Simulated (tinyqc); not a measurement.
Vibrations of a mass or spring defect in a linear chain: one step, computed by the program tinyqc. Command: `OMP_NUM_THREADS=1 python tinyqc.py 3026370 3026371 out.jsonl localmode walk`. One thread of a shared host (Intel(R) Xeon(R) Processor @ 2.30GHz), about 0.01 s of CPU time with the checks.

A ring of N atoms with nearest-neighbour springs k and motion along the chain. Atom 1 is the defect, of mass M', and its two springs are k'. All other atoms have the mass M.

Task: Dynamical matrix of the ring. D_ii = (sum of the two springs at i)/M_i, D_ij = -k_ij/sqrt(M_i M_j) for neighbours, closed into a ring.

Inputs (values chosen for the exercise, for a model chain):

| quantity | value | unit |
|---|---|---|
| spring constant k | 6.36 | eV/angstrom^2 |
| host mass M | 89.8 | u |
| defect mass M' | 25.6 | u |
| spring ratio k'/k at the defect | 1.5 | - |
| atoms in the ring N | 12 | - |

Host: monatomic.

Give: D.

Result:

D (eV/(angstrom^2 u)), lower triangle (symmetric):
```
          1        2        3        4        5        6        7        8
1    0.7453
2   -0.1990   0.1771
3    0.0000  -0.0708   0.1416
4    0.0000   0.0000  -0.0708   0.1416
5    0.0000   0.0000   0.0000  -0.0708   0.1416
6    0.0000   0.0000   0.0000   0.0000  -0.0708   0.1416
7    0.0000   0.0000   0.0000   0.0000   0.0000  -0.0708   0.1416
8    0.0000   0.0000   0.0000   0.0000   0.0000   0.0000  -0.0708   0.1416
9    0.0000   0.0000   0.0000   0.0000   0.0000   0.0000   0.0000  -0.0708
10   0.0000   0.0000   0.0000   0.0000   0.0000   0.0000   0.0000   0.0000
11   0.0000   0.0000   0.0000   0.0000   0.0000   0.0000   0.0000   0.0000
12  -0.1990   0.0000   0.0000   0.0000   0.0000   0.0000   0.0000   0.0000

          9       10       11      12
9    0.1416
10  -0.0708   0.1416
11   0.0000  -0.0708   0.1416
12   0.0000   0.0000  -0.0708  0.1771
```
